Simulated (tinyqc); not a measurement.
What moves the results: thin-film optics by transfer matrices. A value that a table varies takes the place of the one given here.

Indices N = n + i k. Snell: N0 sin(theta) = N_j sin(theta_j), with Im(N_j cos theta_j) >= 0. Admittance y_j = N_j cos theta_j for s and N_j/cos theta_j for p. Phase delta_j = 2 pi N_j cos theta_j d_j/lambda. Layer matrix [[cos delta, -i sin delta/y], [-i y sin delta, cos delta]], multiplied from the top down to M. (B, C) = M (1, y_sub); r = (y0 B - C)/(y0 B + C), R = |r|^2, T = 4 Re y0 Re y_sub/|y0 B + C|^2, absorbed in the films 1 - R - T.

Ellipsometry: rho = tan(Psi) exp(i Delta) = -conj(r_p/r_s) with the r of the admittance formula, Delta in 0 to 360 degrees, so that a bare dielectric at small angles gives Delta = 180.

Parameters, chosen for this exercise (indices near those of HfO2, SiO2 on Si; the results hold for these values, not for the real material):
- lam = 193 nm (vacuum wavelength)
- n0 = 1 (ambient index)
- n = (2.807, 1.537, 0.883) (n of HfO2, SiO2, substrate)
- k = (0.628, 0, 2.848) (k in the same order)
- d = (21.7, 250) nm (thicknesses, top first)
- theta = 65 degrees (angle of incidence)
- pol = s (polarisation)

## Swing curve: thickness of the top film

The first entry of d takes the values listed.

Stack:

| d_1 (nm) | R | T | absorbed |
|---|---|---|---|
| 21.7 | 0.7371 | 0.0212 | 0.2417 |
| 27.7 | 0.6708 | 0.0217 | 0.3075 |
| 33.8 | 0.5128 | 0.0229 | 0.4643 |
| 39.8 | 0.4432 | 0.0183 | 0.5386 |
| 45.8 | 0.5101 | 0.0118 | 0.4781 |
| 51.9 | 0.5754 | 0.0080 | 0.4167 |
| 57.9 | 0.5922 | 0.0061 | 0.4016 |
| 63.9 | 0.5702 | 0.0051 | 0.4247 |
| 70.0 | 0.5376 | 0.0042 | 0.4583 |
| 76.0 | 0.5271 | 0.0032 | 0.4697 |
| 82.1 | 0.5392 | 0.0024 | 0.4584 |
| 88.1 | 0.5534 | 0.0018 | 0.4448 |
| 94.1 | 0.5576 | 0.0014 | 0.4410 |

R swings between 0.4432 and 0.7371 on these points. The period is lambda/(2 Re(N_1 cos theta_1)) = 36.2 nm, six rows. The swing shrinks from 0.2939 in the first period to 0.0652 in the second, as the film absorbs the wave that returns from below. The swing ratio (max - min)/mean is 0.52.

## Angle of incidence

Both polarisations.

Stack:

| theta (degrees) | R_s | R_p | Psi | Delta |
|---|---|---|---|---|
| 0 | 0.3404 | 0.3404 | 45.00 | 180.00 |
| 15 | 0.2564 | 0.2392 | 44.01 | 180.62 |
| 30 | 0.1322 | 0.0446 | 30.14 | 173.48 |
| 45 | 0.6363 | 0.3712 | 37.37 | 155.85 |
| 55 | 0.6974 | 0.3389 | 34.88 | 158.01 |
| 60 | 0.7167 | 0.2734 | 31.70 | 159.69 |
| 65 | 0.7371 | 0.1870 | 26.74 | 162.09 |
| 70 | 0.7618 | 0.0923 | 19.20 | 165.69 |
| 75 | 0.7949 | 0.0162 | 8.11 | 173.04 |
| 80 | 0.8424 | 0.0134 | 7.18 | 343.82 |
| 85 | 0.9108 | 0.2065 | 25.46 | 353.90 |

R_s and R_p agree at normal incidence (0.3404). R_p is lowest at 80 degrees of those listed (0.0134), where R_s = 0.8424; the top film absorbs, so there is only a pseudo-Brewster minimum. R_s does not rise steadily, because the phase thickness of the films changes with the angle.

## Sensitivity of the reflectance

R for both polarisations. Each row changes one parameter from the base and keeps the others.

Results:

| case | R_s | R_p | T_s |
|---|---|---|---|
| base | 0.7371 | 0.1870 | 0.0212 |
| d = (26.7, 250) nm | 0.6896 | 0.1512 | 0.0214 |
| n = (2.863, 1.537, 0.883) | 0.7447 | 0.1978 | 0.0207 |
| k = (0.628, 0, 3.143) | 0.7370 | 0.1872 | 0.0188 |
| lam = 198 nm | 0.7076 | 0.1461 | 0.0271 |
| theta = 70 degrees | 0.7618 | 0.0923 | 0.0205 |

The largest shifts from the base row, up to three for each result and ties (the steps differ in size, so this ranks the rows, not the parameters). R_s: d -0.0476, lam -0.0295, theta +0.0247. R_p: theta -0.0947, lam -0.0409, d -0.0358. T_s: lam +0.0059, k -0.0024, theta -0.0007.

Program tinyqc; command `OMP_NUM_THREADS=1 python tinyqc.py 1651036 1651037 out.jsonl`; about 0.01 s on one thread of a shared Intel(R) Xeon(R) Processor @ 2.30GHz.
